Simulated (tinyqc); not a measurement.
Gas flow in a process chamber: flow regimes, conductance, effective pumping speed, pump-down, outgassing and purge: one step, computed by the program tinyqc. Command: `OMP_NUM_THREADS=1 python tinyqc.py 3120024 3120025 out.jsonl pump walk`. One thread of a shared host (Intel(R) Xeon(R) Processor @ 2.30GHz), about 0.1 s of CPU time with the checks.

Ideal gas, isothermal flow, a pump of constant speed at the end of a round pipe; process gas, volume gas and outgassing are given the same properties. 1 sccm = 101325 Pa x 1e-6 m^3/60 s x T/273.15 K.

Task: Molecular flow. Mean speed c = sqrt(8 k_B T/(pi m)); aperture conductance C_a = c pi d^2/16; molecular pipe C_m = C_a/(1 + 3 l/(4 d)) (Dushman form); viscous pipe C_v = pi d^4 p_mean/(128 eta l); Knudsen interpolation C = C_v + C_m (1 + x)/(1 + 1.24 x), x = d p_mean sqrt(m/(k_B T))/eta. Effective speed 1/S_eff = 1/S + 1/C_m; time constant V/S_eff; pressure at which the free path k_B T/(sqrt2 pi d_m^2 p) equals d.

Inputs (values chosen for the exercise, modelled on oxygen near room temperature):
```
quantity,value,unit
molar mass M,32,g/mol
molecular diameter,0.36,nm
temperature T,293,K
chamber volume V,9.8,L
pipe diameter d,4,cm
pipe length l,21,cm
pump speed S,53,L/s
```

Constants: k_B = 1.380649e-23 J/K; u = 1.6605390666e-27 kg.

Give: mean speed c; C_a; C_m; S_eff in molecular flow; time constant; pressure where the free path equals d.

Result:

mean speed c = 440.3 m/s

C_a = 138.3 L/s

C_m = 28.01 L/s

S_eff in molecular flow = 18.33 L/s

time constant = 0.5347 s

pressure where the free path equals d = 0.1756 Pa

The pipe passes on 35 % of the pump speed.
